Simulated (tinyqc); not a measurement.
# Charge control and current of a heterostructure field-effect transistor, step by step

A worked calculation. Computed by tinyqc, a small Python program that keeps every step. Command: `OMP_NUM_THREADS=1 python tinyqc.py 3015091 3015092 out.jsonl hemt walk`. One thread of a shared host (Intel(R) Xeon(R) Processor @ 2.30GHz), about 0.01 s of CPU time with the checks. Intermediate numbers are printed to about 7 digits and carried at full precision; extremes and crossings named in words are read from the listed rows.

Two subbands in a triangular well; E_F is counted from the conduction band edge of the channel at the interface.

Inputs (values chosen for the exercise, modelled on AlGaN/GaN):
```
quantity                                value        unit
channel mass m                           0.19         m_0
permittivity eps (barrier and channel)   9.23           -
barrier thickness d                         9          nm
Schottky barrier phi_B                    1.2          eV
conduction band offset dE_c              0.28          eV
polarisation charge sigma/e             1e+13      1/cm^2
gate voltage V_G                        -0.12           V
mobility mu                              1600  cm^2/(V s)
saturation velocity v_s                   1.4    1e7 cm/s
gate length L                             790          nm
source resistance R_S                       0      ohm mm
temperature T                             400           K
mixing                                    0.3           -
iteration cap                             200           -
```

Charge source: polarisation. Velocity law: smooth.

Constants: e = 1.602176634e-19 C; eps_0 = 8.8541878128e-12 F/m; k_B = 8.617333262e-05 eV/K; hbar = 1.054571817e-34 J s; m_0 = 9.1093837015e-31 kg; k_B = 1.380649e-23 J/K.

## Threshold and barrier capacitance

Threshold V_T = phi_B - dE_c - sigma d/(eps eps_0) (in volts); C_b = eps eps_0/d.

threshold voltage V_T = -0.8444220 V

barrier capacitance C_b = 0.9080462 microfarad/cm^2

The device is normally on.

## First iteration

Charge control: n_s = C_b (V_G - V_T - E_F/e)/e. Well: mean field F = e n_s/(2 eps eps_0), E_i = (hbar^2/2m)^(1/3) [(3 pi e F/2)(i + 3/4)]^(2/3), i = 0, 1; n_s = D k_B T sum_i ln(1 + exp((E_F - E_i)/k_B T)), D = m/(pi hbar^2), which is solved in closed form for E_F. Iteration from n_s = C_b (V_G - V_T)/(2e): E_F from n_s, n_out from the charge control, n_new = n_s + mixing (n_out - n_s), kept above n_s/10; stop when |n_out/n_s - 1| < 1e-9.

starting n_s = 2.052859e+12 1/cm^2

E_0 = 100.4733 meV

E_1 = 176.7538 meV

E_F = 97.73009 meV

n_out = 3.551826e+12 1/cm^2

## Sheet density

The formulas are those given above.

Course of the iteration:
```
iteration  n_s (1/cm^2)  E_F (meV)  |n_out/n_s - 1|
1          2.052859e+12    97.7301     7.301847e-01
2          2.502549e+12   122.7986     3.625098e-01
3          2.774709e+12   136.9202     2.000223e-01
4          2.941210e+12   145.2445     1.160489e-01
5          3.043607e+12   150.2582     6.916498e-02
6          3.106760e+12   153.3130     4.185855e-02
7          3.145774e+12   155.1864     2.556237e-02
...                 ...        ...              ...
37         3.209080e+12   158.2048     1.427582e-08
38         3.209080e+12   158.2048     8.840787e-09
39         3.209080e+12   158.2048     5.474958e-09
40         3.209080e+12   158.2048     3.390555e-09
41         3.209080e+12   158.2048     2.099717e-09
42         3.209080e+12   158.2048     1.300321e-09
43         3.209080e+12   158.2048     8.052683e-10
```

sheet density n_s = 3.209080e+12 1/cm^2

Converged in 43 iterations.

## Levels and gate capacitance

C_g = e dn_s/dV_G = 1/(1/C_b + 1/C_q), 1/C_q = d(E_F/e)/d(e n_s) by a central difference of +/- 0.1 % in n_s; added distance dd = eps eps_0/C_q.

E_0 = 135.3313 meV

E_1 = 238.0764 meV

E_F = 158.2048 meV

share in the second subband = 8.013019 %

gate capacitance C_g = 0.7155305 microfarad/cm^2

added distance dd = 2.421478 nm

C_g is 79 % of C_b: the finite density of states and the rise of E_0 act as 2.4 nm of extra barrier.

## Saturation current

With V = e n_s/C_g and V_c = v_s L/mu: for v = mu F/(1 + mu F/v_s), V_Dsat = V_c (sqrt(1 + 2V/V_c) - 1) and I/W = C_g v_s (V - V_Dsat); g_m = dI/dV; extrinsic g_m/(1 + g_m R_S); f_T = g_m/(2 pi C_g L).

V = 0.7185597 V

V_c = 0.69125 V

V_Dsat = 0.5216949 V

saturation current I/W = 197.2079 mA/mm

intrinsic g_m = 430.8555 mS/mm

extrinsic g_m = 430.8555 mS/mm

intrinsic f_T = 12.13100 GHz

V/V_c = 1.04: between the square law and full saturation; I is 27 % of e n_s v_s = 720 mA/mm.

## Gate length

The formulas are those given above.

Scaling; the last columns are v_s/(2 pi L) and mu V/(2 pi L^2):
```
L (nm)  I/W (mA/mm)  g_m (mS/mm)  extrinsic g_m (mS/mm)     f_T (GHz)  velocity limit (GHz)  mobility limit (GHz)
30         549.7726     867.5762               867.5762  6.432479e+02              742.7231          2.033108e+04
60         492.2644     813.6819               813.6819  3.016445e+02              371.3615          5.082770e+03
120        421.8976     740.3510               740.3510  1.372298e+02              185.6808          1.270692e+03
250        336.0459     637.6456               637.6456  5.673243e+01               89.1268          2.927675e+02
500        250.8770     517.8059               517.8059  2.303504e+01               44.5634          7.319189e+01
1000       171.4993     385.4953               385.4953  8.574545e+00               22.2817          1.829797e+01
2000       107.0815     259.4485               259.4485  2.885448e+00               11.1408          4.574493e+00
5000        51.0279     132.6263               132.6263  5.899994e-01                4.4563          7.319189e-01
```

f_T scales as L^-1.09 at the short end and L^-1.73 at the long end; the two limits cross at L = mu V/v_s = 821 nm. g_m tends to C_g v_s = 1000 mS/mm. Fringe capacitances and short-channel effects, left out, lower f_T once L is below about ten barrier thicknesses.

Checks made by the program: iterated density against a bracketing root search (relative difference 6e-10).
